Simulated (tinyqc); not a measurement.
Arrhenius fit: deep-level transient spectroscopy (DLTS) of one majority-carrier trap. Computed by tinyqc, a small Python program. Command: `OMP_NUM_THREADS=1 python tinyqc.py 3019768 3019769 out.jsonl dlts walk`. One thread of a shared host (Intel(R) Xeon(R) Processor @ 2.30GHz), about 0.06 s of CPU time with the checks.

A filling pulse loads the traps in a one-sided junction; under reverse bias they empty at the rate e, and the capacitance relaxes as C(t) = C_0 - dC exp(-e t). The signal is S = [C(t_2) - C(t_1)]/dC.

Inputs (values chosen for the exercise, with mass and screening modelled on beta-Ga2O3):
```
quantity                  value  unit
density-of-states mass m  0.286   m_0
valleys M                     1     -
trap depth E_t            0.616    eV
cross-section sigma_0     2e-15  cm^2
degeneracy ratio g            1     -
gate time t_1             0.006     s
ratio t_2/t_1                 2     -
```

Carriers: electrons. Extra term: none.

Constants: k_B = 8.617333262e-05 eV/K; k_B = 1.380649e-23 J/K; m_0 = 9.1093837015e-31 kg; h = 6.62607015e-34 J s.

Method:
- e = g sigma v N_b exp(-E/k_B T), v = sqrt(3 k_B T/m), N_b = 2 M (2 pi m k_B T/h^2)^(3/2), sigma = sigma_0, E = E_t.
- S(e) = exp(-e t_1) - exp(-e t_2) peaks at the rate window e_0 = ln(t_2/t_1)/(t_2 - t_1).
- t_1 is scaled by 0.1, 0.3, 1, 3, 10 and 30 at fixed t_2/t_1; each T_p by bisection.
- Least squares of ln(e_0/T_p^2) on 1/(k_B T_p): slope -E_a, intercept ln(gamma sigma_a) with gamma = v N_b/T^2 = sqrt(3 k_B/m) 2 M (2 pi m k_B/h^2)^(3/2). For comparison, the slope of ln e_0 alone.

Arrhenius data:
```
t_1 (s)  e_0 (1/s)  T_p (K)  1/(k_B T_p) (1/eV)  ln(e_0/T_p^2)
0.0006     1155.25  371.874             31.2055        -4.7850
0.0018      385.08  353.530             32.8247        -5.7825
0.0060      115.52  335.318             34.6075        -6.8807
0.0180       38.51  320.202             36.2412        -7.8870
0.0600       11.55  305.073             38.0385        -8.9942
0.1800        3.85  292.420             39.6845       -10.0081
```

apparent depth E_a = 0.61600 eV

intercept = 14.438

gamma = 9.3135e+20 cm^-2 s^-1 K^-2

apparent cross-section = 2.0000e-15 cm^2

slope without T^2 = 0.67265 eV

What follows from these numbers?

The apparent depth is 0.6160 eV against E_t = 0.616 eV, and the apparent cross-section is 1.00 times sigma_0: both inputs are recovered. Leaving out the T^2 factor overstates the slope by 57 meV, about 2 k_B T_p.

Extremes, crossings and ranges named in words are read from the listed rows.
